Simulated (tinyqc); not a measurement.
# Frequency dispersion of an accumulation capacitance by border traps, distributed model: effects of single changes

Traps spread evenly through the insulator exchange electrons with the semiconductor by tunnelling, with tau(x) = t0 exp(2 ka x) at depth x from the interface. The admittance per area Y seen at depth x obeys dY/dx = -Y^2/(i w eps0 eox) + q Nb ln(1 + i w tau)/tau, with Y(0) = i w Cs and w = 2 pi f; the gate sees Y(tox) = G + i w C. Working variable y = Y/(i w), in uF/cm^2. Cox = eps0 eox/tox.

Values chosen for this exercise; permittivity close to that of silicon dioxide:

| symbol | value | unit | meaning |
|---|---|---|---|
| eox | 3.78 |  | relative permittivity of the insulator |
| tox | 3.8 | nm | insulator thickness |
| Cs | 3.4 | uF/cm^2 | semiconductor capacitance in accumulation |
| Nb | 3.3e18 | cm^-3 eV^-1 | density of border traps |
| ka | 6 | 1/nm | decay constant of the wave function in the insulator |
| t0 | 4e-11 | s | time constant of a trap at the interface |
| f | 1000 | Hz | frequency |

Constants: q = 1.602176634e-19 C, eps0 = 8.8541878128e-14 F/cm where lengths are in cm. Results are converted to the units shown.

Each table varies one quantity; the others keep the values above.

## Capacitance and loss against frequency

Cox; trap-free value 1/(1/Cox + 1/Cs); response depth d = ln(1/(w t0))/(2 ka), where w tau = 1; lumped estimate: all traps within d act as C_bt = q Nb d placed at d/2, so C = 1/{1/[1/(1/Cs + d/(2 eps0 eox)) + C_bt] + (tox - d/2)/(eps0 eox)}. C and G from a fine integration; dispersion -d C/d log10 f over C, from f times and over 1.1. For a broad spread of time constants G/w is close to -(pi/2) dC/d ln w.

The same in every row: trap-free C (uF/cm^2) = 0.6995.

Capacitance and loss against frequency:
```
f (Hz)  d (nm)  C (uF/cm^2)  G/w (uF/cm^2)  dispersion (% a decade)  -(pi/2) dC/d ln w (uF/cm^2)  lumped C (uF/cm^2)
10       1.650       0.7140       0.002172                   0.4452                     0.002168              0.7117
100      1.458       0.7111       0.001881                   0.3871                     0.001878              0.7092
1000     1.266       0.7085       0.001611                   0.3327                     0.001608              0.7070
10000    1.074       0.7063       0.001362                   0.2820                     0.001359              0.7052
1e5     0.8826       0.7045       0.001134                   0.2353                     0.001131              0.7036
1e6     0.6907       0.7030       9.266e-4                   0.1925                     9.234e-4              0.7023
1e7     0.4988       0.7018       7.395e-4                   0.1538                     7.365e-4              0.7013
```

C falls from 0.7140 to 0.7018 uF/cm^2, towards the trap-free 0.6995; each decade of frequency removes ln 10/(2 ka) = 0.192 nm from the response depth. The dispersion falls from 0.445 to 0.154 % a decade and G/w falls from 0.00217 to 7.40e-4 uF/cm^2. G/w stays at 1.00 times -(pi/2) dC/d ln w, the relation for a broad spread of time constants.

## Effect of the semiconductor capacitance in accumulation

Same model as above.

The same in every row: d (nm) = 1.266.

Effect of the semiconductor capacitance in accumulation:
columns A: Cs (uF/cm^2); B: C (uF/cm^2); C: G/w (uF/cm^2); D: dispersion (% a decade); E: -(pi/2) dC/d ln w (uF/cm^2); F: lumped C (uF/cm^2); G: trap-free C (uF/cm^2)
```
A          B         C       D         E       F       G
0.2   0.2118  0.004943   3.419  0.004941  0.2084  0.1630
0.39  0.3086  0.004149   1.970  0.004148  0.3057  0.2703
0.75  0.4319  0.003240   1.099  0.003238  0.4296  0.4051
1.4   0.5580  0.002427  0.6369  0.002425  0.5561  0.5406
2.8   0.6803  0.001751  0.3767  0.001748  0.6788  0.6700
5.4   0.7639  0.001353  0.2590  0.001350  0.7625  0.7572
10    0.8144  0.001139  0.2042  0.001134  0.8131  0.8095
20    0.8475  0.001008  0.1735  0.001003  0.8463  0.8436
```

What does the table show?

As Cs goes from 0.2 to 20, C rises from 0.212 to 0.848 uF/cm^2, the dispersion falls from 3.42 to 0.173 % a decade and G/w falls from 0.00494 to 0.00101 uF/cm^2. The lumped estimate is 1.6 % below C in the first row and 0.15 % below it in the last. The same traps disperse C more when Cs is small, since they then add to the weaker series term.

Numbers from tinyqc (`OMP_NUM_THREADS=1 python tinyqc.py 2202222 2202223 out.jsonl`; about 0.4 s on one thread of a shared Intel Xeon 2.30GHz).
